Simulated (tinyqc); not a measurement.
From results back to parameters: two-level Kane dispersion of a narrow-gap semiconductor. Two cases, with inputs chosen for the exercise.

Problem. In the two-level Kane model E = Eg/2 + sqrt(Eg^2/4 + (2/3) Ep c k^2), c = hbar^2/2m0, and the momentum mass is m(k) = (3/(2 Ep)) sqrt(Eg^2 + (8/3) Ep c k^2). It is given at the Fermi wave vectors kF = (3 pi^2 n)^(1/3) of two densities (1 cm^-3 = 1e-24 angstrom^-3).

Constants: hbar^2/2m0 = 3.80998211 eV angstrom^2.

Find: kF^2; Ep; edge mass; |Eg|.

Case 1.

Values chosen (out of a larger set: near those of InSb; not measured data): n12 = (3.4e+15, 2.1e+18) cm^-3 (two densities).

masses at the two densities (m0): 0.01471984  0.04097334

Solution.

kF^2 (1/angstrom^2): 2.1640e-05  0.0015695

Ep = 24.2 eV
edge mass = 0.01401 m0
|Eg| = 0.226 eV

m^2 = m0*^2 + (6 c/Ep) kF^2 is a straight line in kF^2: the slope gives Ep, the intercept the edge mass, and |Eg| = (2/3) Ep m0*. The sign of Eg does not enter. The two-level form takes Dso as infinite, which overstates the mass where Dso is not large against Eg.

Case 2.

Values chosen (out of a larger set: a gap close to zero; not measured data): n12 = (1.8e+16, 4e+17) cm^-3 (two densities).

masses at the two densities (m0): 0.00995902  0.02507017

Solution.

kF^2 (1/angstrom^2): 6.5735e-05  0.00051958

Ep = 19.6 eV
edge mass = 0.00474 m0
|Eg| = 0.062 eV

m^2 = m0*^2 + (6 c/Ep) kF^2 is a straight line in kF^2: the slope gives Ep, the intercept the edge mass, and |Eg| = (2/3) Ep m0*. The sign of Eg does not enter. For Eg < 0 the edge mass does not depend on Dso, which enters only as EF nears it.

Computed by tinyqc, one run a case: `OMP_NUM_THREADS=1 python tinyqc.py N N+1 out.jsonl` with N = 1080417, 1080443; one thread of a shared Intel(R) Xeon(R) Processor @ 2.30GHz, about 0.01 s a run at most.
